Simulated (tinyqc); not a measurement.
Off-state leakage of single and stacked transistors: one step of the calculation.

n-channel devices of unit width. Subthreshold current I(Vg, Vs, Vd) = I0 (T/300 K)^0.5 exp[(Vg - Vs - VT(T) - gb (Vs - Vb) + dd (Vd - Vs))/(nf Vt)] (1 - exp(-(Vd - Vs)/Vt)), VT(T) = VT - cT (T - 300 K). Gate-edge tunnelling Ig (Vd/1 V) exp(ag (Vd - 1 V)), for a gate at 0 V, and band-to-band leakage Ab u exp(-Bb/u), u = Vd - Vb + 1 V, flow at a drain held at V; both are taken as independent of T. In a stack of off transistors (all gates at 0 V) the same subthreshold current passes through each.

Problem. New Vx. Stack of two, Vx the node between them: I_low = I(0, 0, Vx), I_up = I(0, Vx, V), f = ln(I_up/I_low), f' = -(1 + gb + 2 dd)/(nf Vt) - 1/(Vt (exp(Vx/Vt) - 1)) - 1/(Vt (exp((V - Vx)/Vt) - 1)), Vx(new) = Vx - f/f'.

Values chosen for this exercise; values of the order met in bulk silicon logic transistors:
- T = 378 K (temperature)
- V = 1.1 V (supply voltage)
- VT = 0.28 V (threshold at 300 K, zero drain and body bias)
- cT = 0.8 mV/K (fall of the threshold with temperature)
- I0 = 0.54 uA/um (current at threshold at 300 K)
- nf = 1.27 (slope factor)
- dd = 0.14 (drain-induced lowering per volt)
- gb = 0.12 (rise of the threshold per volt of source-body bias)
- Vb = -0.6 V (body voltage)

Constants: q = 1.602176634e-19 C, kB = 1.380649e-23 J/K, Vt = kB T/q. Results are converted to the units shown.

Vx at the start = 0.11 V

Wanted: I_low; I_up; f; f'; Vx after iteration 1.

Solution.

I_low = 0.77424 nA/um
I_up = 0.80161 nA/um
f = 0.034747
f' = -34.928 1/V
Vx after iteration 1 = 0.11099 V

tinyqc, about 0.03 s, one thread, Intel Xeon 2.30GHz (shared host): `OMP_NUM_THREADS=1 python tinyqc.py 2242248 2242249 out.jsonl`
